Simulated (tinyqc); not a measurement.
The width of the window: equation-of-state fits to an energy-volume table made by a known binding curve. Computed by tinyqc, a small Python program. Command: `OMP_NUM_THREADS=1 python tinyqc.py 3015682 3015683 out.jsonl eosfit walk`. One thread of a shared host (Intel(R) Xeon(R) Processor @ 2.30GHz), about 0.03 s of CPU time with the checks.

With x = (V/V_0)^(1/3), the energy per atom is E = D [exp(-2 eta (x - 1)) - 2 exp(-eta (x - 1))], so that B0 = 2 D eta^2/(9 V_0) and B' = 1 + eta. B' = dB/dP at P = 0.

Inputs (values chosen for the exercise, for a model crystal): cohesive energy D = 1.42 eV/atom; true volume V_0 = 28.5 angstrom^3/atom; stiffness eta = 4.85; shift of the window centre s = 0.0047; points N = 7; compression V/V_0 for the pressure test = 0.75; noise amplitude = 0.053 meV.

Binding curve: Morse. Noise: added.

Constants: 1 eV/angstrom^3 = 160.2176634 GPa.

Method:
- B0 and B' from the formulas above; P = -dE/dV at V = c V_0 (c the compression chosen), from the curve itself.
- Table: V_j = V_0 [1 + s + w (2 j/(N - 1) - 1)], j = 0..N-1, rounded to 0.001; E_j from the curve plus the noise amplitude times the listed numbers xi_j (xi_0 first), rounded to 1e-7 eV.
- Murnaghan: E = E0 + (B0 V/B') [(V0/V)^B'/(B' - 1) + 1] - B0 V0/(B' - 1), P = (B0/B') [(V0/V)^B' - 1].
- Birch-Murnaghan: E = E0 + (9 V0 B0/16) [y^3 B' + y^2 (2 - 4 y)], y = (V0/V)^(2/3) - 1; P = (3 B0/2) (x^7 - x^5) [1 + (3/4)(B' - 4)(x^2 - 1)], x = (V0/V)^(1/3).
- Vinet: E = E0 + (9 B0 V0/h^2) {1 + [h (1 - x) - 1] exp(h (1 - x))}, P = 3 B0 (1 - x) x^-2 exp(h (1 - x)), x = (V/V0)^(1/3), h = (3/2)(B' - 1).
- All are least-squares fits to the energies; for polynomials in V, B0 = V E'' and B' = -1 - V E'''/E'' at the minimum.
- The table is made anew for each w.

numbers xi_j, drawn evenly from -1 to 1: [-0.5294, 0.7635, -0.5495, -0.8455, -0.3934, -0.0524, 0.8830]

exact B0 = 41.7277 GPa

exact B' = 5.85

Errors (%):
```
w     B0, parabola  B0, cubic  B0, Murnaghan  B0, Birch-Murnaghan  B0, Vinet  B', Birch-Murnaghan
0.03        -1.410      0.409          0.222                0.247      0.255              -45.556
0.05        -1.536      1.054          0.091                0.239      0.288              -10.227
0.08        -0.007      2.458         -0.390                0.086      0.197               -2.663
0.12         3.711      5.563         -1.173               -0.064      0.176               -0.960
0.16         9.209     10.193         -2.142               -0.212      0.211               -0.658
0.22        21.145     20.539         -3.885               -0.485      0.322               -0.788
```

What does the comparison show, and why?

The Birch-Murnaghan error of B0 is smallest among these at w = 0.12 (0.064 % in size); it is 0.247 % at the narrowest and 0.485 % at the widest. A narrow window magnifies the noise, since the energy range shrinks as w^2, and a wide one exposes the form. At the widest window the errors of B0 are +21.1 % for the parabola and +20.5 % for the cubic in V.

Extremes, crossings and ranges named in words are read from the listed rows.
